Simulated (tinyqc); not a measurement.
From results back to parameters: static screening by free carriers. Four cases, with inputs chosen for the exercise.

Problem. At zero temperature the gas shows Friedel oscillations of period pi/kF and a Thomas-Fermi length 1/qTF; n and m are hidden.

kF = (3 pi^2 n/Mv)^(1/3), EF = c kF^2/m with c = hbar^2/2m0, n in 1/angstrom^3 (1e-24 per 1/cm^3), e2 = e^2/(4 pi eps0). Thomas-Fermi: qTF^2 = 6 pi e2 n/(eps EF). Debye: qD^2 = 4 pi e2 n/(eps kB T).

Constants: hbar^2/2m0 = 3.80998211 eV angstrom^2; e^2/(4 pi eps0) = 14.39964547 eV angstrom.

Find: kF; n; m.

Method. kF = pi/period and n = Mv kF^3/(3 pi^2); qTF^2 = 2 e2 Mv m kF/(pi eps c) then gives m.

Case 1.

Values chosen (out of a larger set: near those of InAs; not measured data): Mv = 1 (valleys); eps = 15.3 (background dielectric constant).

period = 126.282 angstrom
1/qTF = 99.1518 angstrom

Solution.

kF = 0.02488 1/angstrom
n = 5.20e+17 1/cm^3
m = 0.026 m0

Case 2.

Values chosen (out of a larger set: a free-electron density near that of Ag; not measured data): Mv = 1 (valleys); eps = 1 (background dielectric constant).

period = 2.63559 angstrom
1/qTF = 0.590486 angstrom

Solution.

kF = 1.192 1/angstrom
n = 5.72e+22 1/cm^3
m = 1.000 m0

Case 3.

Values chosen (out of a larger set: a free-electron density near that of Au; not measured data): Mv = 1 (valleys); eps = 1 (background dielectric constant).

period = 2.61443 angstrom
1/qTF = 0.588111 angstrom

Solution.

kF = 1.202 1/angstrom
n = 5.86e+22 1/cm^3
m = 1.000 m0

Case 4.

Values chosen (out of a larger set: near those of Si; not measured data): Mv = 6 (valleys); eps = 11.5 (background dielectric constant).

period = 119.305 angstrom
1/qTF = 9.79827 angstrom

Solution.

kF = 0.02633 1/angstrom
n = 3.70e+18 1/cm^3
m = 0.315 m0

Computed by tinyqc, one run a case: `OMP_NUM_THREADS=1 python tinyqc.py N N+1 out.jsonl` with N = 1680994, 1681002, 1681019, 1681043; one thread of a shared Intel(R) Xeon(R) Processor @ 2.30GHz, about 0.01 s a run at most.
